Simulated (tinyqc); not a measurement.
Hall factor, magnetoresistance and optical conductivity for a power-law relaxation time: one step, computed by the program tinyqc. Command: `OMP_NUM_THREADS=1 python tinyqc.py 3009294 3009295 out.jsonl magneto walk`. One thread of a shared host (Intel(R) Xeon(R) Processor @ 2.30GHz), about 0.01 s of CPU time with the checks.

One spherical parabolic band, tau(E) = tau_0 x^s with x = E/(k_B T). Landau quantisation is left out.

Problem. Density and moments of tau. <y> = int y x^(3/2) f (1 - f) dx / int x^(3/2) f (1 - f) dx, f = 1/(1 + exp(x - eta)). Integrals over x = E/(k_B T) use 160 Gauss-Legendre points in u = sqrt(x) from 0 to sqrt(max(eta, 0) + 45). n = (2 m k_B T)^(3/2)/(3 pi^2 hbar^3) int x^(3/2) f (1 - f) dx; moments in units of tau_0.

Inputs (values chosen for the exercise, with a mass close to that of electrons in silicon):
```
quantity                 value  unit
effective mass m          0.26   m_0
exponent s                 0.5     -
reduced Fermi level eta     -5     -
temperature T              150     K
```

Constants: m_0 = 9.1093837015e-31 kg; k_B = 1.380649e-23 J/K; hbar = 1.054571817e-34 J s.

Give: density n; <tau>/tau_0; <tau^2>/tau_0^2; <tau^3>/tau_0^3; <1/tau> tau_0.

Solution.

density n = 7.9065e+15 1/cm^3

<tau>/tau_0 = 1.5056

<tau^2>/tau_0^2 = 2.5030

<tau^3>/tau_0^3 = 4.5205

<1/tau> tau_0 = 0.75151
